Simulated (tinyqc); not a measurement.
Electron mobility in a silicon inversion layer, empirical terms and Matthiessen rule: one step of the calculation.

Inversion layer of sheet density Ns on a uniformly doped body, under a high-permittivity gate with an interlayer. The mobility terms are empirical power laws with prefactors chosen for the exercise; adding their inverses (Matthiessen) is itself an approximation.

Task. Inversion density for the measured current. I = (W/L) q Ns mu Vd. E = q (Ndep + eta Ns)/(eps0 eps_r) in MV/cm. With t = T/(300 K): muC = Ac (Ns/1e12 cm^-2) t/(Nb/1e17 cm^-3 + Nit/1e11 cm^-2), muP = Ap E^(-1/3) t^(-1.75), muS = As E^(-gs), muR = Ar exp(2 ti/lr)/t; 1/mu is the sum of the inverses. Ns(new) = I/((W/L) q mu Vd).

Parameters, values chosen for the exercise; material values close to those of silicon: temperature T = 325 K; relative permittivity of the semiconductor eps_r = 11.9; body doping Nb = 2e18 cm^-3; weight of the inversion charge in the effective field eta = 0.5; phonon-limited mobility at 1 MV/cm and 300 K Ap = 439 cm^2/(V s); roughness-limited mobility at 1 MV/cm As = 1030 cm^2/(V s); exponent of the roughness term gs = 2; Coulomb prefactor Ac = 2700 cm^2/(V s); charge at the interface Nit = 8.6e11 cm^-2; remote-phonon mobility without interlayer Ar = 290 cm^2/(V s); interlayer thickness ti = 1.3 nm; decay length of remote phonons lr = 0.5 nm; ratio W/L WL = 10; drain voltage Vd = 0.05 V; measured linear current I = 11.9 uA.

Constants: q = 1.602176634e-19 C, eps0 = 8.8541878128e-14 F/cm where lengths are in cm. Results are converted to the units shown.

Ns at the start = 7.5e11 cm^-2
Ndep = 5.7732320e12 cm^-2

Find: E; mu; Ns after iteration 1.

Result.

E = 0.93490 MV/cm
mu = 60.722 cm^2/(V s)
Ns after iteration 1 = 2.4464e12 cm^-2

Numbers from tinyqc (`OMP_NUM_THREADS=1 python tinyqc.py 2510059 2510060 out.jsonl`; about 0.01 s on one thread of a shared Intel Xeon 2.30GHz).
